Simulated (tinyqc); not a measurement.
Recursion (Haydock) method for the local density of states: impurity site of a cubic lattice, step by step. Values are carried at full precision from step to step, so a last printed digit may differ when a step is redone from the rounded ones.

One orbital a site at energy 0, hopping -t to the 6 nearest neighbours of a cubic lattice; the start u0 is a site in the bulk, with energy V. Recursion: a_n = <u_n|H|u_n>, b_(n+1) u_(n+1) = (H - a_n) u_n - b_n u_(n-1), b > 0. G(z) = 1/(z - a0 - b1^2/(z - a1 - b2^2/(...))), z = E + i eta. After n levels the tail is b_n^2 T with the square-root terminator T = (z - sqrt(z - 2b) sqrt(z + 2b))/(2 b^2), b = 3t so that the band edges lie at -/+ 6t.

Parameters, chosen for this exercise: t = 0.51 eV (hopping); V = 2.4 eV (shift of the starting site); n = 4 (levels kept); E = 1.61 eV (energy); eta = 0.026 eV (broadening).

## The coefficients

Carry the recursion for n levels; the lattice is large enough that no wall is met.

Coefficients:
```
n,a_n (eV),b_(n+1) (eV),b_(n+1)^2/t^2
0,2.4000,1.24924,6.0000
1,0.0000,1.53000,9.0000
2,0.0000,1.56732,9.4444
3,0.0000,1.49174,8.5556
```

b1^2/t^2 = 6 counts the neighbours of the start. Only a0 = V differs from zero: u_n lies on one sublattice and is orthogonal to the start. The b_n tend to a quarter of the band width, 1.530 eV.

## Moments from the coefficients

For a1 = a2 = 0: mu1 = a0, mu2 = a0^2 + b1^2, mu3 = a0^3 + 2 a0 b1^2, mu4 = a0^4 + 3 a0^2 b1^2 + b1^4 + b1^2 b2^2.

mu1 to mu4 (eV^n): 2.400  7.321  21.315  66.233

## The continued fraction at one energy

Start from the terminator and work up: G_i = 1/(z - a_i - S_i), S_i = b_(i+1)^2 G_(i+1), with T in place of G_n. The density is -Im G_0/pi.

Levels of the fraction:
```
i,S_i (eV),G_i (1/eV)
3,0.7576-1.2246i,0.3721-0.5460i
2,0.9142-1.3412i,0.2957-0.5809i
1,0.6921-1.3599i,0.3322-0.5016i
0,0.5184-0.7827i,-0.5530-0.3418i
```

local density of states = 0.1088 1/eV

A direct sum over the zone gives 0.1144 1/eV at the same z; 4 levels miss it by -4.9 %. V binds a level outside the band, at 3.18 eV, which takes 52 % of the weight of this site and so lowers its total weight inside the band.

## Checks

- G from 7 levels against a direct sum over the zone at E = 7.2960 eV, above the band (1/eV): both 0.21405.

Run: tinyqc, `OMP_NUM_THREADS=1 python tinyqc.py 1482596 1482597 out.jsonl`; Intel(R) Xeon(R) Processor @ 2.30GHz, one thread, shared host; about 0.2 s of CPU time with all checks.
